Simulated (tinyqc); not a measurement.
Inside a calculation. Method: RHF in the 3-21g basis, for H-, spin multiplicity 1. The basis has no diffuse functions, so it cannot describe the extra electron: this is an exercise in the method, not the real anion. Computed by tinyqc, a small Python program that keeps every step (integrals from PySCF). Settings: charge = -1, multiplicity = 1, basis = 3-21g, energy threshold = 1e-08, iteration cap = 75, orthogonalisation = symmetric, start = Wolfsberg-Helmholz matrix, DIIS depth = 6, DIIS from iteration = 3, method = RHF. Command: `OMP_NUM_THREADS=1 python tinyqc.py 24048 24049 out.jsonl` (the two numbers bound the seeds that draw the settings). One thread of a shared host (Intel(R) Xeon(R) Processor @ 2.60GHz), about 0.05 s of CPU time with the checks. Later iterations appear only in the table of the cycle.

## One-electron integrals

Geometry (angstrom):

| atom | x | y | z |
|---|---|---|---|
| H | 0.00000 | 0.00000 | 0.00000 |

Basis 3-21g: exponents (1/bohr^2) and contraction coefficients of normalised primitives:

| element | l (shell) | exponent | coefficient |
|---|---|---|---|
| H | s (1) | 5.44718 | 0.15628 |
| H | s (1) | 0.82455 | 0.90469 |
| H | s (2) | 0.18319 | 1.00000 |

Overlap, kinetic and nuclear-attraction integrals over the contracted functions; the nuclear repulsion is the sum of Za Zb / Rab.

nuclear repulsion = 0 hartree

overlap S:
```
         1H 1s    1H 2s
1H 1s  1.00000  0.64590
1H 2s  0.64590  1.00000
```

kinetic energy T (hartree):
```
         1H 1s    1H 2s
1H 1s  1.54940  0.29315
1H 2s  0.29315  0.27479
```

nuclear attraction V (hartree):
```
          1H 1s     1H 2s
1H 1s  -1.72092  -0.78266
1H 2s  -0.78266  -0.68300
```

core Hamiltonian H = T + V (hartree):
```
          1H 1s     1H 2s
1H 1s  -0.17151  -0.48951
1H 2s  -0.48951  -0.40822
```

## Two-electron integrals

Functions are numbered as in S; the eight-fold symmetry (ij|kl) = (ji|kl) = (kl|ij) leaves the list below.

Two-electron integrals (ij|kl) in chemists' order, unique and non-zero (hartree):
```
(11|11) 1.14014   (21|11) 0.61140   (21|21) 0.34515   (22|11) 0.62637
(22|21) 0.38033   (22|22) 0.48296
```

## Orthogonalisation

S = U s U^T; symmetric (Loewdin) form X = U s^(-1/2) U^T, so that X^T S X = 1.

eigenvalues of S: 0.35410  1.64590

X:
```
          1H 1s     1H 2s
1H 1s   1.22998  -0.45051
1H 2s  -0.45051   1.22998
```

## Starting guess

The start is the generalised Wolfsberg-Helmholz matrix (K = 1.75) built on H; D = 2 C_occ C_occ^T.

D at the start:
```
         1H 1s    1H 2s
1H 1s  0.07504  0.33467
1H 2s  0.33467  1.49264
```

## Iteration 1: building the Fock matrix

J_ij = sum D_kl (ij|kl), K_ij = sum D_kl (ik|jl); F = H + J - 0.5 K; E = tr D H + tr D J / 2 - 0.25 tr D K + E_nn.

Coulomb J (hartree):
```
         1H 1s    1H 2s
1H 1s  1.42973  0.84460
1H 2s  0.84460  1.02245
```

exchange K (hartree):
```
         1H 1s    1H 2s
1H 1s  1.00998  0.93871
1H 2s  0.93871  1.00135
```

Fock matrix F (hartree):
```
          1H 1s     1H 2s
1H 1s   0.75323  -0.11427
1H 2s  -0.11427   0.11356
```

total energy of this density = -0.4001494 hartree

## Iteration 1: diagonalisation and new density

Diagonalise F' = X^T F X, C = X C', fill 1 alpha and 1 beta electrons from the bottom; D = 2 C_occ C_occ^T. Each column has its largest component positive (the first on a tie).

F' = X^T F X (hartree):
```
          1         2
1   1.28921  -0.67637
2  -0.67637   0.45131
```

orbital energies (hartree): MO1 0.07465, MO2 1.66588

coefficients C:
```
           MO1       MO2
1H 1s  0.20483   1.29378
1H 2s  0.85540  -0.99202
```

D after iteration 1:
```
         1H 1s    1H 2s
1H 1s  0.08391  0.35042
1H 2s  0.35042  1.46342
```

## Iteration 2: building the Fock matrix

As before.

Coulomb J (hartree):
```
         1H 1s    1H 2s
1H 1s  1.44081  0.84978
1H 2s  0.84978  1.02588
```

exchange K (hartree):
```
         1H 1s    1H 2s
1H 1s  1.02927  0.94832
1H 2s  0.94832  1.00228
```

Fock matrix F (hartree):
```
          1H 1s     1H 2s
1H 1s   0.75466  -0.11389
1H 2s  -0.11389   0.11652
```

total energy of this density = -0.4004156 hartree

## Iteration 2: diagonalisation and new density

As before.

F' = X^T F X (hartree):
```
          1         2
1   1.29156  -0.67816
2  -0.67816   0.45567
```

orbital energies (hartree): MO1 0.07701, MO2 1.67021

coefficients C:
```
           MO1       MO2
1H 1s  0.20628   1.29354
1H 2s  0.85428  -0.99298
```

D after iteration 2:
```
         1H 1s    1H 2s
1H 1s  0.08511  0.35245
1H 2s  0.35245  1.45960
```

## Iteration 3: building the Fock matrix

As before.

Coulomb J (hartree):
```
         1H 1s    1H 2s
1H 1s  1.44226  0.85046
1H 2s  0.85046  1.02633
```

exchange K (hartree):
```
         1H 1s    1H 2s
1H 1s  1.03179  0.94958
1H 2s  0.94958  1.00239
```

Fock matrix F (hartree):
```
          1H 1s     1H 2s
1H 1s   0.75485  -0.11384
1H 2s  -0.11384   0.11691
```

total energy of this density = -0.4004201 hartree

## Iteration 3: diagonalisation and new density

As before.

F' = X^T F X (hartree):
```
          1         2
1   1.29186  -0.67839
2  -0.67839   0.45624
```

orbital energies (hartree): MO1 0.07732, MO2 1.67078

coefficients C:
```
           MO1       MO2
1H 1s  0.20647   1.29351
1H 2s  0.85414  -0.99311
```

D after iteration 3:
```
         1H 1s    1H 2s
1H 1s  0.08526  0.35271
1H 2s  0.35271  1.45910
```

## Iteration 5 (converged): orbitals

converged F (hartree):
```
          1H 1s     1H 2s
1H 1s   0.75488  -0.11383
1H 2s  -0.11383   0.11697
```

As before.

F' = X^T F X (hartree):
```
          1         2
1   1.29191  -0.67842
2  -0.67842   0.45632
```

orbital energies (hartree): MO1 0.07737, MO2 1.67086

coefficients C:
```
           MO1       MO2
1H 1s  0.20650   1.29351
1H 2s  0.85412  -0.99312
```

D after iteration 5:
```
         1H 1s    1H 2s
1H 1s  0.08529  0.35275
1H 2s  0.35275  1.45903
```

## Convergence

Stop when the energy changes by less than 1e-08 hartree and every element of the error matrix X^T (F D S - S D F) X is below 3e-05.

Course of the cycle:

| iteration | E (hartree) | change | largest element of the error matrix |
|---|---|---|---|
| 1 | -0.4001494 | - | 2.74e-02 |
| 2 | -0.4004156 | -2.66e-04 | 3.59e-03 |
| 3 | -0.4004201 | -4.56e-06 | 4.66e-04 |
| 4 | -0.4004202 | -7.71e-08 | 6.06e-05 |
| 5 | -0.4004202 | -1.32e-09 | 1.03e-09 |

PySCF RHF in the same basis = -0.4004202 hartree

Converged in 5 iterations.

## Populations

Mulliken: Z minus the diagonal of D S on the atom; Loewdin: the same with S^(1/2) D S^(1/2).

Charges (e):

| atom | Mulliken | Loewdin |
|---|---|---|
| 1H | -1.00000 | -1.00000 |
